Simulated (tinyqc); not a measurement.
What each parameter does: BHZ model on a square lattice (one spin block).

h(k) = e0 + d.s with s the Pauli matrices in the basis (E, H), k in units of 1/a: dx = (A/a) sin kx, dy = (A/a) sin ky, dz = M - (2B/a^2)(2 - cos kx - cos ky), e0 = -(2D/a^2)(2 - cos kx - cos ky). The other spin block is h*(-k). For small k this is the continuum model with dz = M - B k^2.

Inputs chosen for the exercise (of the size used for HgTe wells; the results hold for these values, not for the real material):
```
symbol  value          unit           meaning
A       3.71           eV angstrom
B       -67.3          eV angstrom^2
D       -47            eV angstrom^2
M       -0.0061        eV             mass term
a       20             angstrom       grid spacing
k       (-0.23, 0.12)  1/a            wave vector
```

Levels at k and dz there. Each row changes one parameter from the base and keeps the others.

Results:
```
case                      lower (meV)  upper (meV)  dz (meV)
base                          -40.168       55.924     5.181
A = 4.081 eV angstrom         -44.919       60.675     5.181
B = -74.03 eV angstrom^2      -40.302       56.059     6.309
D = -37.6 eV angstrom^2       -41.743       54.349     5.181
M = -0.0011 eV                -40.960       56.717    10.181
a = 22 angstrom               -37.032       50.054     3.223
```

The largest shifts from the base row, up to three for each result and ties (the steps differ in size, so this ranks the rows, not the parameters). lower (meV): A -4.751, a +3.136, D -1.576. upper (meV): a -5.870, A +4.751, D -1.576. dz (meV): M +5.000, a -1.958, B +1.128; unchanged at the printed digits by A and D. D shifts both levels alike and leaves the states, so it cannot change the topology while the gap stays open.

Computed by tinyqc, a small Python program: `OMP_NUM_THREADS=1 python tinyqc.py 1480928 1480929 out.jsonl` (the numbers bound the seed that draws the inputs); one thread of a shared host (Intel(R) Xeon(R) Processor @ 2.30GHz), about 0.08 s for the whole set of steps.
